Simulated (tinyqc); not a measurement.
What each setting does: recursion (Haydock) method for the local density of states: impurity site of a cubic lattice.

One orbital a site at energy 0, hopping -t to the 6 nearest neighbours of a cubic lattice; the start u0 is a site in the bulk, with energy V. Recursion: a_n = <u_n|H|u_n>, b_(n+1) u_(n+1) = (H - a_n) u_n - b_n u_(n-1), b > 0. G(z) = 1/(z - a0 - b1^2/(z - a1 - b2^2/(...))), z = E + i eta. After n levels the tail is b_n^2 T with the square-root terminator T = (z - sqrt(z - 2b) sqrt(z + 2b))/(2 b^2), b = 3t so that the band edges lie at -/+ 6t.

Parameters, chosen for this exercise:
- t = 0.73 eV (hopping)
- V = 1.4 eV (shift of the starting site)
- n = 5 (levels kept)
- E = -1.31 eV (energy)
- eta = 0.036 eV (broadening)

G at z = E + i eta with n levels and terminator.

One parameter was then changed.

Results before and after:

| case | Re G (1/eV) | density (1/eV) |
|---|---|---|
| base | -0.3357 | 0.0669 |
| changed | -0.3365 | 0.0735 |

Which of these changes was made? (a) n = 6; (b) eta = 0.072 eV; (c) t = 0.803 eV; (d) E = -1.16 eV; (e) V = 1.9 eV.

Answer: (d) E = -1.16 eV. Of the candidates, run in turn, only this one gives the changed row.

All candidates:

| case | Re G (1/eV) | density (1/eV) |
|---|---|---|
| base | -0.3357 | 0.0669 |
| t = 0.803 eV | -0.3134 | 0.0715 |
| V = 1.9 eV | -0.3012 | 0.0486 |
| n = 6 | -0.3373 | 0.0664 |
| E = -1.16 eV | -0.3365 | 0.0735 |
| eta = 0.072 eV | -0.3308 | 0.0670 |

Run: tinyqc, `OMP_NUM_THREADS=1 python tinyqc.py 1481019 1481020 out.jsonl`; Intel(R) Xeon(R) Processor @ 2.30GHz, one thread, shared host; about 0.08 s of CPU time with all checks.
